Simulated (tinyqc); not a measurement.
Metal-interlayer-semiconductor contact, depinning against tunnelling resistance: two steps of the calculation.

Zero bias, n-type semiconductor. Gap states at the semiconductor surface thin out as exp(-be ti), which unpins the barrier; electrons must then cross the interlayer (a rectangular barrier, no voltage drop across it) and the parabolic depleted layer, both by WKB. Energies E are counted from the Fermi level; no image force, parabolic bands.

Inputs (values chosen for the exercise); semiconductor values close to those of silicon; interlayer mass of the order of that in lanthanum oxide, offset chosen freely:

| symbol | value | unit | meaning |
|---|---|---|---|
| T | 300 | K | temperature |
| Eg | 1.15 | eV | band gap |
| eps_r | 11.6 |  | relative permittivity |
| chi | 4.17 | eV | electron affinity |
| Nc | 2.8e19 | cm^-3 | conduction-band density of states at T |
| mt | 0.192 | m0 | tunnelling mass in the semiconductor |
| mA | 2.04 | m0 | Richardson mass |
| Nd | 5.2e19 | cm^-3 | donor density |
| E0 | 0.37 | eV | charge-neutrality level above the valence band |
| S0 | 0.26 |  | pinning factor without interlayer |
| phiM | 4.21 | eV | metal work function |
| ti | 1.2 | nm | interlayer thickness |
| dE | 2.05 | eV | conduction-band offset of the interlayer above the semiconductor |
| mi | 0.3 | m0 | tunnelling mass in the interlayer |
| be | 1.7 | 1/nm | decay constant of gap states through the interlayer |

Constants: q = 1.602176634e-19 C, kB = 1.380649e-23 J/K, eps0 = 8.8541878128e-12 F/m, hbar = 1.054571817e-34 J s, h = 6.62607015e-34 J s, m0 = 9.1093837015e-31 kg, Vt = kB T/q, hbar^2/(2 m0) = 0.0380998212 eV nm^2. Results are converted to the units shown.

Question 1. Pinning, barrier and scales. S = 1/(1 + (1/S0 - 1) exp(-be ti)); phiB = S (phiM - chi) + (1 - S)(Eg - E0); xi = Ec - EF deep inside, from Nd = Nc F(-xi/Vt), F(x) = (2/sqrt(pi)) int_0^infinity sqrt(u) du/(1 + exp(u - x)); band bending U = phiB - xi; E00 = (hbar/2) sqrt(Nd/(eps0 eps_r mt m0)) in volts; A = 4 pi q mA m0 kB^2/h^3.

Find: S; phiB; xi; U; E00; A.

Answer 1.

S = 0.7299
phiB = 0.2399 eV
xi = -0.03256 eV
U = 0.2724 eV
E00 = 0.08971 eV
A = 245.2 A/(cm^2 K^2)

Question 2. Exponents and integrand on an energy grid. With U = phiB - xi: for xi < E < phiB, y = (E - xi)/U and G1 = (U/E00) [sqrt(1 - y) - y ln((1 + sqrt(1 - y))/sqrt(y))], G1 = 0 above phiB; G2 = 2 ti sqrt(mi max(phiB + dE - E, 0)/C), C = hbar^2/(2 m0); f = 1/(1 + exp(E/Vt)); integrand exp(-G1 - G2) f.

| point | E (eV) |
|---|---|
| 0 | -0.03 |
| 1 | -0.01133 |
| 2 | 0.00733 |
| 3 | 0.026 |
| 4 | 0.04467 |
| 5 | 0.06333 |
| 6 | 0.082 |
| 7 | 0.10067 |
| 8 | 0.11933 |
| 9 | 0.138 |
| 10 | 0.15667 |
| 11 | 0.17533 |
| 12 | 0.194 |
| 13 | 0.21267 |
| 14 | 0.23133 |
| 15 | 0.25 |

phiB = 0.23988623 eV
xi = -0.032559705 eV
E00 = 0.089711758 eV

Wanted: G1; G2; f; integrand.

Answer 2.

| point | G1 | G2 | f | integrand (1e-6) |
|---|---|---|---|---|
| 0 | 2.9363 | 10.258 | 0.76141 | 1.4178 |
| 1 | 2.4549 | 10.216 | 0.60785 | 1.9089 |
| 2 | 2.0877 | 10.175 | 0.42959 | 2.0303 |
| 3 | 1.7749 | 10.133 | 0.26782 | 1.8043 |
| 4 | 1.5001 | 10.091 | 0.15085 | 1.3949 |
| 5 | 1.2554 | 10.049 | 0.079459 | 0.9787 |
| 6 | 1.0359 | 10.007 | 0.040237 | 0.6439 |
| 7 | 0.8388 | 9.964 | 0.019956 | 0.4058 |
| 8 | 0.6622 | 9.922 | 0.0097964 | 0.2480 |
| 9 | 0.5047 | 9.879 | 0.0047821 | 0.1479 |
| 10 | 0.3660 | 9.836 | 0.0023283 | 0.0864 |
| 11 | 0.2459 | 9.793 | 0.0011326 | 0.0495 |
| 12 | 0.1450 | 9.750 | 5.5043e-4 | 0.0278 |
| 13 | 0.0653 | 9.706 | 2.6741e-4 | 0.0153 |
| 14 | 0.0113 | 9.663 | 1.2995e-4 | 0.0082 |
| 15 | 0.0000 | 9.619 | 6.3119e-5 | 0.0042 |

Range of the model: The depletion charge would drop about 0.12 V across such an interlayer (eps_r near 25) at ti = 1.2 nm and Nd = 5.2e19 cm^-3, against a band bending of 0.27 V; this model leaves that drop out.

Program tinyqc, `OMP_NUM_THREADS=1 python tinyqc.py 2270040 2270041 out.jsonl`; Intel Xeon 2.30GHz, shared host, one thread, about 0.03 s.
